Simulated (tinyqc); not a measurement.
# Voltage acceleration of oxide breakdown, four models on the same data: lifetime against voltage in four models

Field E = V/tox in MV/cm. Models: ln(t63/1 s) = a - c X with X = E (E model), -1/E (1/E model), ln V (power law, c the exponent n) or sqrt(E).

a and c were fitted to stress data from 3.72 to 5.27 V. Project to Vu, multiply by exp[(Ea q/kB)(1/Tu - 1/Ts)] and by ks; ten years are 3.15576e8 s.

Values chosen for this exercise: oxide thickness tox = 4.5 nm; stress temperature Ts = 423 K; use temperature Tu = 378 K; activation energy Ea = 0.95 eV; factor for area and percentile ks = 0.0005.

Constants: q = 1.602176634e-19 C, kB = 1.380649e-23 J/K. Results are converted to the units shown.

```
model	c	a
E	4.31182	50.1497
1/E	414.675	-35.2855
power	42.6006	70.6770
sqrt E	27.1571	92.6950
```

Result of one run:
```
log10 years, E	log10 years, 1/E	log10 years, power	log10 years, sqrt E
-6.482	-6.848	-6.667	-6.575
```

Which use voltage Vu gave this result: 2.22, 2.61, 2.99 or 4.52 V?

Vu = 4.52 V.

The whole series:
```
Vu (V)	log10 years, E	log10 years, 1/E	log10 years, power	log10 years, sqrt E
1.84	4.670	19.27	9.961	6.955
2.22	3.089	11.73	6.487	4.608
2.61	1.466	6.273	3.493	2.400
2.99	-0.1153	2.327	0.9781	0.4026
3.37	-1.697	-0.7292	-1.235	-1.472
3.75	-3.278	-3.166	-3.212	-3.243
4.14	-4.901	-5.202	-5.043	-4.969
4.52	-6.482	-6.848	-6.667	-6.575
```

The four agree within 0.37 decades in the last row, inside the stress range, and part by 14.6 decades in the first. The local exponent -d ln t/d ln V is c E for the E model, which shrinks as V falls, constant for the power law, and c/E for the 1/E model, which grows as V falls.

Range of the model: All four laws are empirical fits; none is established far below the stress range.

Numbers from tinyqc (`OMP_NUM_THREADS=1 python tinyqc.py 2070054 2070055 out.jsonl`; about 0.01 s on one thread of a shared Intel Xeon 2.30GHz).
